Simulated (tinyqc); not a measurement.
Along the channel and with depth: stress in a transistor channel from embedded alloy regions, liners and fins, by half-space elasticity. Computed by tinyqc, a small Python program. Command: `OMP_NUM_THREADS=1 python tinyqc.py 3020340 3020341 out.jsonl stressor walk`. One thread of a shared host (Intel(R) Xeon(R) Processor @ 2.30GHz), about 0.01 s of CPU time with the checks.

Plane strain in an isotropic half-space, the same constants everywhere; x along the channel from its centre, y downwards from the free surface; stress is positive in tension.

Inputs (values chosen for the exercise, modelled on silicon):
```
quantity                          value  unit
alloy fraction x                   0.56     -
lattice change per unit x, beta  0.0421     -
Young's modulus E                   161   GPa
Poisson ratio nu                   0.24     -
channel length L                     24    nm
length of each stressor S            95    nm
recess depth d                       45    nm
depth of the field point y          2.3    nm
```

Stressor: Si(1-x)Ge(x) source and drain.

Method. Misfit e = beta x. A fully constrained inclusion holds the stress -p with p = E e/(1 - 2 nu); a blanket film would hold -E e/(1 - nu) in the plane. A line element dA of misfit at (a, c) in the half-space gives, with C = E e/(2 pi (1 - nu)), X = x - a, r1^2 = X^2 + (y - c)^2, r2^2 = X^2 + Y^2, Y = y + c: s_xx = -C dA {[X^2 - (y - c)^2]/r1^4 + 3 [X^2 - Y^2]/r2^4 + 4 y Y (Y^2 - 3 X^2)/r2^6}, s_yy = C dA {[X^2 - (y - c)^2]/r1^4 - [X^2 - Y^2]/r2^4 + 4 y Y (Y^2 - 3 X^2)/r2^6}. These are integrated over two rectangles, L/2 < |a| < L/2 + S, 0 < c < d (closed form in a, 200 Gauss-Legendre points in c).

misfit e = 0.023576

Stress (MPa):
```
2x/L  s_xx at y  s_yy at y  s_xx at d/2  s_xx at 1.5 d
0.0     -4705.9      11.47      -1604.0         779.47
0.2     -4665.2      15.05      -1622.8         783.79
0.4     -4524.6      30.78      -1677.8         796.44
0.6     -4213.2      90.27      -1764.8         816.51
0.8     -3593.6     419.82      -1876.4         842.53
```

What does the comparison show, and why?

Near the surface s_xx changes by -24 % from the centre to 2x/L = 0.8. At the centre, s_xx at half the recess depth is 0.34 of its value at y, and below the recess -0.17. An element acts with the sign of X^2 - (y - c)^2, so its direct term reverses where the offset in depth exceeds the lateral distance, and the image terms that amplify the stress near the surface fade with depth. Caution: at such misfit the regions may relax by dislocations, and linear elasticity is rough.
